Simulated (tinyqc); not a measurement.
Interface roughness in a thin film (subband fluctuation and scattering): one step. Scattering time and mobility. Three cases, with inputs chosen for the exercise.

Question. Integrate over theta.

Gaussian roughness spectrum S(q) = pi D^2 Lc^2 exp(-q^2 Lc^2/4). Degenerate gas, taken to fill one subband (the second starts to fill once c kF^2/md exceeds E2 - E1, which is not tested here): kF = sqrt(2 pi Ns/gv), q = 2 kF sin(theta/2), 1/tau = (md/(2 pi c hbar)) G^2 times the integral from 0 to pi of S(q)(1 - cos theta)/eps(q)^2 dtheta, eps(q) = 1 + qs/q with screening (qs = gv md q0/(c eps), q0 = e^2/(4 pi eps0), form factors left out, which overstates the screening; other scattering is left out too, so these values lie far above measured mobilities in all but the thinnest films) or 1 without; mobility = tau c2/md with c2 = e/m0 = 1.75882e15 cm^2/(V s^2); 1e12/cm^2 = 1e-4/angstrom^2.

Constants: hbar^2/2m0 = 3.80998211 eV angstrom^2; hbar = 6.58211957e-16 eV s; e^2/(4 pi eps0) = 14.39964547 eV angstrom.

Case 1.

Values chosen (near those of a thin Si channel on (100), two-fold valleys; the results hold for these values, not for the real material): md = 0.191 m0 (mass in the plane); gv = 2 (valleys); D = 2.2 angstrom (rms height of the roughness); Lc = 28 angstrom (correlation length); Ns = 10 x 1e12/cm^2 (sheet density); eps = 7.4 (mean dielectric constant at the channel).

G = |dE1/dt| = 14.482805 meV/angstrom

Case 2.

Values chosen (near those of a thin GaN channel; the results hold for these values, not for the real material): md = 0.199 m0 (mass in the plane); gv = 1 (valleys); D = 2.4 angstrom (rms height of the roughness); Lc = 24 angstrom (correlation length); Ns = 0.94 x 1e12/cm^2 (sheet density); eps = 9.7 (mean dielectric constant at the channel).

G = |dE1/dt| = 2.972760 meV/angstrom

Case 3.

Values chosen (near those of a thin Si channel on (100), two-fold valleys; the results hold for these values, not for the real material): md = 0.189 m0 (mass in the plane); gv = 2 (valleys); D = 1.6 angstrom (rms height of the roughness); Lc = 14 angstrom (correlation length); Ns = 2 x 1e12/cm^2 (sheet density); eps = 7.5 (mean dielectric constant at the channel).

G = |dE1/dt| = 1.818490 meV/angstrom

Give: a table of case, integral, tau (fs), mobility (cm^2/(V s)).

Answer.

Case 1.

Results:
```
case      integral  tau (fs)  mobility (cm^2/(V s))
bare        0.6203     53.19                  489.8
screened   0.05291     623.6                   5742
```

Screening raises the mobility by a factor 11.7. With it kF l = 119, so by this rate the carriers are far from localisation. G D = 31.9 meV is more than half of EF - E1 = 62.7 meV, though, which makes the Born rate doubtful.

Case 2.

Results:
```
case      integral  tau (fs)  mobility (cm^2/(V s))
bare         2.443     351.8                   3110
screened    0.2885      2979              2.633e+04
```

Screening raises the mobility by a factor 8.5. With it kF l = 102, so by this rate the carriers are far from localisation. G D = 7.1 meV is more than half of EF - E1 = 11.3 meV, though, which makes the Born rate doubtful.

Case 3.

Results:
```
case      integral   tau (fs)  mobility (cm^2/(V s))
bare         2.866       5581              5.193e+04
screened   0.09639  1.659e+05              1.544e+06
```

Screening raises the mobility by a factor 29.7. With it kF l = 6.39e+03, so by this rate the carriers are far from localisation. Phonons, and the gate field that presses carriers to the wall, limit real channels far below this value.

Computed by tinyqc, one run a case: `OMP_NUM_THREADS=1 python tinyqc.py N N+1 out.jsonl` with N = 1251851, 1251913, 1251935; one thread of a shared Intel(R) Xeon(R) Processor @ 2.30GHz, about 0.01 s a run at most.
